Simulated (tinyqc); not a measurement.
Rapid thermal processing of a wafer: radiative balance, ramp and cooling, pattern effects, pyrometer error and spike budget. From one set of inputs to another, one input at a time. Computed by tinyqc, a small Python program. Command: `OMP_NUM_THREADS=1 python tinyqc.py 3113602 3113603 out.jsonl rtp ladder`. One thread of a shared host (Intel(R) Xeon(R) Processor @ 2.30GHz), about 0.1 s of CPU time with the checks.

The wafer is opaque and uniform through its thickness unless said otherwise; temperatures in formulas are in kelvin (C + 273.15). sigma = 5.670374419e-12 W/(cm^2 K^4).

The inputs printed are set A. Inputs not listed in the table keep their values of set A, so the rows need not describe a real material.

Inputs (values chosen for the exercise, modelled on a hot silicon wafer): wafer thickness d = 525 micrometre; heat capacity per volume C = 2.21 J/(cm^3 K); thermal conductivity k = 0.2 W/(cm K); emissivity eps of each face = 0.61; reflectivity of the chamber walls r = 0.55; gas heat-transfer coefficient h, both faces together = 3.5 mW/(cm^2 K); wall temperature T_w = 700 K; process temperature = 797 C; starting temperature = 550 C; ramp rate = 20 K/s; relative change of absorptivity over a pattern = 11 %; period of the pattern = 2.2 mm; activation energy of the process E_a = 2.7 eV.

Constants: k_B = 8.617333262e-05 eV/K.

Method:
- Effective emissivity between parallel grey plates: eps_eff = 1/(1/eps + 1/(1 - r) - 1). Loss per area q(T) = 2 eps_eff sigma (T^4 - T_w^4) + h (T - T_w).
- Absorbed power during a ramp = q(T) + C d x ramp rate; thermal time constant tau = C d/(dq/dT), dq/dT = 8 eps_eff sigma T^3 + h; natural cooling rate q/(C d); front-to-back difference under one-sided heating at the end of the ramp = (absorbed power) d/(2 k).
- Cooling with the lamps off: C d dT/dt = -q(T), integrated adaptively (relative tolerance 1e-10).
- Spike anneal: linear ramp to the peak, then lamps off. Equivalent time at the peak = int exp(-(E_a/k_B)(1/T - 1/T_peak)) dt; estimate (k_B T^2/E_a)(1/ramp rate + 1/cooling rate). The ramp part uses 4000 trapezoid steps, the cooling part 4000 steps over 4 tau.
- Time within 50 K of the peak from the same curves.
- At steady state a sinusoidal change of absorbed power of relative amplitude a and period p gives the temperature amplitude a q/(dq/dT + k d (2 pi/p)^2); healing length l = sqrt(k d/(dq/dT)); process change = E_a dT/(k_B T^2). Emissivity is taken as unchanged.

Each row keeps all changes above it:
```
input moved                                                         from    to  time constant tau (s)  equivalent time, total (s)  amplitude (K)
set A                                                                  -     -                  5.060                       2.551         0.0710
ramp rate (K/s)                                                       20   260                  5.060                       0.969         0.0710
period of the pattern (mm)                                           2.2   5.3                  5.060                       0.969         0.4068
gas heat-transfer coefficient h, both faces together (mW/(cm^2 K))   3.5   1.3                  5.597                       1.123         0.3475
thermal conductivity k (W/(cm K))                                    0.2  0.26                  5.597                       1.123         0.2682
activation energy of the process E_a (eV)                            2.7  3.66                  5.597                       0.810         0.2682
wafer thickness d (micrometre)                                       525   725                  7.730                       1.081         0.1948
emissivity eps of each face                                         0.61   0.7                  7.194                       1.016         0.2086
```

Time constant tau goes from 5.06 to 7.19, a factor 1.42 in all. The largest single move comes from wafer thickness d (a factor 1.38), and emissivity eps of each face works against it (a factor 0.931). Equivalent time, total goes from 2.55 to 1.02, a factor 0.398 in all. The largest single move comes from ramp rate (a factor 0.380), and wafer thickness d works against it (a factor 1.33). Amplitude goes from 0.0710 to 0.209, a factor 2.94 in all. The largest single move comes from period of the pattern (a factor 5.73), and wafer thickness d works against it (a factor 0.726). The single moves hold for this order of the switches; the total does not depend on the order.

Extremes, crossings and ranges named in words are read from the listed rows.
